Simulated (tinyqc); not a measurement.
Correction of a charged-defect supercell by a model charge and potential alignment (plane-averaged potentials). From exact correction back to dielectric constant eps. Computed by tinyqc, a small Python program. Command: `OMP_NUM_THREADS=1 python tinyqc.py 3110686 3110687 out.jsonl align inv`. One thread of a shared host (Intel(R) Xeon(R) Processor @ 2.30GHz), about 0.04 s of CPU time with the checks.

The "true" defect charge is (1 - x) q in a Gaussian of width sigma plus x q in one of width sigma_t, so the exact answer is known; the correction sees only a single model Gaussian of width sigma_m. A Gaussian of width s has the transform rho(G) = exp(-G^2 s^2/2), normalised to 1. A uniform background cancels q, so G = 0 is left out. Potentials are those felt by a unit positive charge. E_0 is the formation energy of the isolated defect, E_cell its value in the supercell, E_lat = E_iso - E_per of the model charge, C the true less the model potential far from the defect; the exact correction is E_0 - E_cell, and the error of a scheme is E_cell plus its correction less E_0.

Inputs (values chosen for the exercise, with screening close to that of silicon):
```
quantity                                     value      unit
defect charge q                                  2         e
edge of the cubic cell L                      10.1  angstrom
width sigma of the true defect charge         0.99  angstrom
share x of the charge in a wide tail             0         -
width sigma_t of the tail                      1.5  angstrom
formation energy of the isolated defect E_0   2.57        eV
```

Constants: e^2/(4 pi eps_0) = 14.39964548 eV angstrom.

Method. Periodic energy E_per = (2 pi q^2/(eps L^3)) (e^2/(4 pi eps_0)) sum_(G != 0) rho(G)^2/G^2, G = (2 pi/L)(n1, n2, n3), |n_i| <= 16. Isolated energy: two Gaussians of charges q_a, q_b and widths a, b interact by q_a q_b (e^2/(4 pi eps_0 eps)) sqrt(2/pi)/sqrt(a^2 + b^2), and the self-energy is half the sum over pairs. Supercell value E_cell = E_0 + E_per - E_iso for the true charge.

Problem. A run gave the result below. Find the dielectric constant eps, known to lie between 9.1 and 15.

exact correction = 0.629248 eV

Solution.

Each step takes the trial c = (a f_b - b f_a)/(f_b - f_a), f being the result less the target and a, b, c the logarithms of the listed values; c replaces end b, the old b replaces a if the sign of f changed, and otherwise f_a is halved.

Scan of the range:
```
dielectric constant eps  exact correction (eV)
9.10                                  0.851214
9.89                                  0.783220
10.70                                 0.723929
11.70                                 0.662055
12.70                                 0.609925
13.80                                 0.561307
15.00                                 0.516403
```

False position (Illinois rule, in the logarithm of the input) inside the bracket:
```
step    end a    end b    trial  exact correction (eV)
1     11.7000  12.7000  12.3197               0.628751
2     11.7000  12.3197  12.3010               0.629706
3     12.3197  12.3010  12.3100               0.629248
4     12.3010  12.3100  12.3100               0.629248
```

Exact correction falls at every point of a 13-point scan of the range (every second point is shown), so one value fits; it is bracketed by 11.7 and 12.7. The scan shows a pure power law with exponent -1.0000, so scaling from any one row also gives the answer directly. Answer: dielectric constant eps = 12.31.
